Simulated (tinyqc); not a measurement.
Worked calculation: gas flow in a process chamber: flow regimes, conductance, effective pumping speed, pump-down, outgassing and purge. Computed by tinyqc, a small Python program that keeps every step. Command: `OMP_NUM_THREADS=1 python tinyqc.py 3120123 3120124 out.jsonl pump walk`. One thread of a shared host (Intel(R) Xeon(R) Processor @ 2.30GHz), about 0.09 s of CPU time with the checks. Intermediate numbers are printed to about 6 digits and carried at full precision; extremes and crossings named in words are read from the listed rows.

Ideal gas, isothermal flow, a pump of constant speed at the end of a round pipe; process gas, volume gas and outgassing are given the same properties. 1 sccm = 101325 Pa x 1e-6 m^3/60 s x T/273.15 K.

Inputs (values chosen for the exercise, modelled on nitrogen near room temperature):

| quantity | value | unit |
|---|---|---|
| molar mass M | 28.01 | g/mol |
| molecular diameter | 0.37 | nm |
| viscosity eta | 17.8 | micropascal s |
| temperature T | 300 | K |
| chamber volume V | 12 | L |
| wall area | 1.4 | m^2 |
| pipe diameter d | 6.3 | cm |
| pipe length l | 13 | cm |
| pump speed S | 120 | L/s |
| process gas flow | 650 | sccm |
| outgassing rate after 1 h | 1.8e-05 | Pa m^3/(s m^2) |
| outgassing exponent n | 1.1 | - |
| starting pressure p0 | 1600 | Pa |
| target base pressure | 5e-06 | Pa |

Constants: k_B = 1.380649e-23 J/K; u = 1.6605390666e-27 kg.

## Molecular flow

Mean speed c = sqrt(8 k_B T/(pi m)); aperture conductance C_a = c pi d^2/16; molecular pipe C_m = C_a/(1 + 3 l/(4 d)) (Dushman form); viscous pipe C_v = pi d^4 p_mean/(128 eta l); Knudsen interpolation C = C_v + C_m (1 + x)/(1 + 1.24 x), x = d p_mean sqrt(m/(k_B T))/eta. Effective speed 1/S_eff = 1/S + 1/C_m; time constant V/S_eff; pressure at which the free path k_B T/(sqrt2 pi d_m^2 p) equals d.

mean speed c = 476.202 m/s

C_a = 371.110 L/s

C_m = 145.669 L/s

S_eff in molecular flow = 65.7973 L/s

time constant = 0.182378 s

pressure where the free path equals d = 0.108093 Pa

The pipe passes on 55 % of the pump speed.

## Process pressure

Steady flow: the pump inlet is at p_2 = Q/S, and the chamber pressure p_1 solves Q = C((p_1 + p_2)/2) (p_1 - p_2). Residence time = p_1 V/Q. Knudsen number = free path at the mean pressure over d.

throughput Q = 1205.59 Pa L/s

p_2 = 10.0466 Pa

chamber pressure p_1 = 10.6980 Pa

conductance C = 1850.71 L/s

residence time = 0.106484 s

Knudsen number = 0.0104213

The flow in the pipe is transitional.

## Purging a well-mixed chamber

With steady flow a contaminant decays as exp(-t/residence time); gas used = flow x time.

time to dilute 1e3 times = 0.735565 s

time to dilute 1e6 times = 1.47113 s

gas used for 1e6 = 15.9372 standard cm^3

## Pump-down curve

Pump-down: V dp/dt = -S_eff(p) p + q(t) A, with S_eff = S p_2/p, where p_2 solves C((p + p_2)/2) (p - p_2) = S p_2 at each moment, and q(t) = q_1 (1 h/(t + 10 s))^n; integrated adaptively. At long times p = q(t) A/S_eff. S_eff(p) is tabulated at 260 pressures and interpolated in ln p. Comparison columns: p0 exp(-t/time constant) with the molecular S_eff (0 below 1e-26 p0), and the outgassing limit.

Pressure against time:

| t (s) | p (Pa) | S_eff (L/s) | volume gas only (Pa) | outgassing limit (Pa) |
|---|---|---|---|---|
| 0.3 | 8.04641e+01 | 118.942 | 3.08841e+02 | 2.40439e-01 |
| 1 | 4.49620e-01 | 72.351 | 6.65025e+00 | 2.23663e-01 |
| 3 | 1.86020e-01 | 66.806 | 1.14888e-04 | 1.86118e-01 |
| 10 | 1.17375e-01 | 65.605 | 2.46207e-21 | 1.15876e-01 |
| 30 | 5.49807e-02 | 65.024 | 0 | 5.40579e-02 |
| 100 | 1.79370e-02 | 65.291 | 0 | 1.77662e-02 |
| 300 | 5.70477e-03 | 65.596 | 0 | 5.68365e-03 |
| 1000 | 1.55184e-03 | 65.738 | 0 | 1.55014e-03 |
| 3600 | 3.81935e-04 | 65.782 | 0 | 3.81828e-04 |
| 20000 | 5.80461e-05 | 65.795 | 0 | 5.80435e-05 |
| 100000 | 9.88738e-06 | 65.797 | 0 | 9.88730e-06 |

From t = 3 s on the pressure is within 20 % of the outgassing limit, which falls only as (t + 10 s)^-1.1: walls, not volume, set the time to base pressure. Early on viscous flow raises S_eff to 119 L/s, 1.8 times its molecular value.

## Time to base pressure

From the outgassing limit: t = 1 h x (q_1 A/(S_eff p_target))^(1/n) - 10 s; monolayer time at the target = 1e19 m^-2 x 4 k_B T/(p c) for unit sticking.

time to the target = 51.6305 h

monolayer time = 69.5830 s

Checks made by the program: throughput from C and the pressure drop (relative difference 2e-10).
